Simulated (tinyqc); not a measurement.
Hall effect and magnetoresistance of several carrier groups with constant relaxation times: one step, computed by the program tinyqc.

Group 1 has charge -e and group 2 charge +e; s_i is that sign. B lies along z; mu B is formed with mu in m^2/(V s).

Question. Conductivity of each group. sigma_xx = sum n_i e mu_i/(1 + mu_i^2 B^2); sigma_xy = sum s_i n_i e mu_i^2 B/(1 + mu_i^2 B^2).

Inputs (values chosen for the exercise, for a model conductor): density n1 = 1.6e+15 1/cm^3; mobility mu1 = 12000 cm^2/(V s); density n2 = 9.1e+15 1/cm^3; mobility mu2 = 520 cm^2/(V s); magnetic field B = 5.4 T.

Carriers: electrons and holes. Densities: per volume.

Constants: e = 1.602176634e-19 C.

Give: Parts (S/cm); sigma_xx; sigma_xy; sigma at B = 0.

Answer.

Parts (S/cm):
```
group      mu B  sigma_xx  sigma_xy
group 1    6.48   0.07156   -0.4637
group 2  0.2808    0.7027    0.1973
```

sigma_xx = 0.7743 S/cm

sigma_xy = -0.2663 S/cm

sigma at B = 0 = 3.834 S/cm
